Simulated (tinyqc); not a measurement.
# Capacitance measurement on a leaky thin oxide: effects of series resistance and leakage: two studies

The device is a capacitance C in parallel with a leakage conductance G, in series with Rs and Ls. An impedance meter reports either a parallel pair (Cp, Gp) from Y = 1/Z = Gp + i w Cp or a series pair (Cs, Rm) from Z = Rm + 1/(i w Cs); w = 2 pi f, dissipation D = Gp/(w |Cp|).

Parameters, values chosen for the exercise; values of the order met in thin-oxide MOS capacitors:
```
symbol,value,unit,meaning
eox,24.9,,relative permittivity of the gate insulator (close to zirconium oxide)
tox,4.2,nm,insulator thickness
A,100,um^2,gate area
zc,0.44,nm,oxide-equivalent thickness added by the accumulation layer
zp,0,nm,oxide-equivalent thickness added by gate depletion
Jg,0.5,A/cm^2,"gate leakage current density, not matched to the thickness"
Vs,0.2,V,voltage for an e-fold rise of the leakage
Rs,29,ohm,series resistance
Ls,380,nH,series inductance
f,1e5,Hz,measuring frequency
```

Constants: eps0 = 8.8541878128e-14 F/cm where lengths are in cm. Results are converted to the units shown.

Each table varies one quantity; the others keep the values above.

## Readings against frequency

EOT = 3.9 tox/eox; CET = EOT + zc + zp; C = 3.9 eps0 A/CET; G = Jg A/Vs. Z = Rs + i w Ls + 1/(G + i w C); CET read from Cp = 3.9 eps0 A/Cp; errors under 0.001 % are printed as 0.

The same in every row: C (pF) = 3.1454.

Results:
```
f (Hz)  Cp (pF)  Cs (pF)         D  error of Cp (%)  error of Cs (%)  CET read from Cp (nm)
1000     3.1450    50335    126.51          -0.0146           1.60e6                 1.0980
3000     3.1450   5595.6    42.169          -0.0146           1.78e5                 1.0980
10000    3.1450   506.46    12.651          -0.0146           1.60e4                 1.0980
30000    3.1450   59.070    4.2169          -0.0146             1780                 1.0980
3e5      3.1450   3.7047   0.42186          -0.0142             17.8                 1.0980
1e6      3.1451   3.1959   0.12709         -9.89e-3             1.61                 1.0979
3e6      3.1463   3.1523  0.043907           0.0276            0.220                 1.0975
1e7      3.1598   3.1608  0.018469            0.456            0.490                 1.0928
3e7      3.2833   3.2850  0.022361             4.38             4.44                 1.0517
```

Estimate the missing row, f = 1e5 Hz.

Computed row:
```
f (Hz)  Cp (pF)  Cs (pF)       D  error of Cp (%)  error of Cs (%)  CET read from Cp (nm)
1e5      3.1450   8.1786  1.2651          -0.0145              160                 1.0980
```

With this row back in the table: D goes from 127 through a minimum of 0.0185 (at f = 1e7 Hz among the rows listed) to 0.0224; without inductance its minimum lies at f = sqrt(G (1 + G Rs)/Rs)/(2 pi C) = 1.49e7 Hz. The error of Cp goes from -0.0146 to 4.38 % and that of Cs from 1.60e6 to 4.44 %; at low frequency Cp tends to C/(1 + G Rs)^2 and Cs grows as 1 + (G/(w C))^2. One of the two readings is within 2 % of C for f = 1000, 3000, 10000, 30000, 1e5, 3e5, 1e6, 3e6, 1e7 Hz. At the highest frequencies Ls raises both readings, by about w^2 Ls C in relative terms. For f = 1000, 3000, 10000, 30000, 1e5 D exceeds 1, where the accuracy of real meters degrades in proportion to sqrt(1 + D^2).

## Effect of the gate leakage current density, not matched to the thickness

Same model as above.

The same in every row: C (pF) = 3.1454.

Effect of the gate leakage current density, not matched to the thickness:
```
Jg (A/cm^2)  Cp (pF)   Cs (pF)          D  error of Cp (%)  error of Cs (%)  CET read from Cp (nm)
1e-5          3.1454    3.1454  8.2613e-5                0                0                 1.0978
0.0001        3.1454    3.1454  3.1031e-4                0                0                 1.0978
0.001         3.1454    3.1454  0.0025873                0                0                 1.0978
0.02          3.1454    3.1535   0.050657                0            0.256                 1.0978
0.2           3.1452    3.9507    0.50606         -5.76e-3             25.6                 1.0979
2             3.1436    83.677     5.0615          -0.0591             2560                 1.0985
30            3.1098     18172     76.437            -1.13           5.78e5                 1.1104
300           2.1034  2.4883e6     1087.7            -33.1           7.91e7                 1.6417
```

What does the table show?

As Jg goes from 1e-5 to 300, the error of Cp goes from 0 to -33.1 %, that of Cs from 0 to 7.91e7 %, and D rises from 8.26e-5 to 1090. The CET read from Cp goes from 1.10 to 1.64 nm against the true 1.10 nm. For Jg = 2, 30, 300 D exceeds 1, where the accuracy of real meters degrades in proportion to sqrt(1 + D^2).

Numbers from tinyqc (`OMP_NUM_THREADS=1 python tinyqc.py 2022088 2022089 out.jsonl`; about 0.01 s on one thread of a shared Intel Xeon 2.30GHz).
